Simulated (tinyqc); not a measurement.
Landau-Devonshire theory of a uniaxial ferroelectric: one step, computed by the program tinyqc. Command: `OMP_NUM_THREADS=1 python tinyqc.py 3011336 3011337 out.jsonl ferro walk`. One thread of a shared host (Intel(R) Xeon(R) Processor @ 2.30GHz), about 0.01 s of CPU time with the checks.

G(P) = (alpha/2) P^2 + (beta*/4) P^4 + (gamma/6) P^6 - E P per volume, SI units, one domain, P along the polar axis, which is normal to the film.

Task: Spontaneous polarisation, susceptibility, coercive field. Ps^2 = [-beta* + sqrt(beta*^2 - 4 alpha gamma)]/(2 gamma). chi = 1/(eps_0 G''), G'' = alpha + 3 beta* P^2 + 5 gamma P^4 at Ps. Ps, chi and the coercive field are for perfect screening, without a depolarising field. The intrinsic coercive field is |alpha P + beta* P^3 + gamma P^5| at the P_c where G'' = 0. 1 C/m^2 = 100 microcoulomb/cm^2.

Inputs (values chosen for the exercise, for a model ferroelectric): Curie-Weiss temperature T0 = 510 K; gamma = 1.02e+11 J m^9/C^6; temperature T = 407 K.

Sample: epitaxial film.

alpha = -1.482543e+08 J m/C^2

beta* = 3.892000e+09 J m^5/C^4

Constants: eps_0 = 8.8541878128e-12 F/m.

Give: spontaneous polarisation Ps; susceptibility chi; well depth G(Ps); P_c; intrinsic coercive field.

Result:

spontaneous polarisation Ps = 15.35 microcoulomb/cm^2

susceptibility chi = 275.7

well depth G(Ps) = -0.9840 MJ/m^3

P_c = 9.534 microcoulomb/cm^2

intrinsic coercive field = 9.958 MV/m

P_c/Ps = 0.621, above the 0.577 of a quartic well, as the sixth-order term matters. Real switching runs by domain nucleation at far lower fields. Caution: the strain shifts T0 by more than 500 K here, which is beyond the range where constant coefficients hold. Caution: far below T0* the expansion with linear alpha(T) is only a fit.
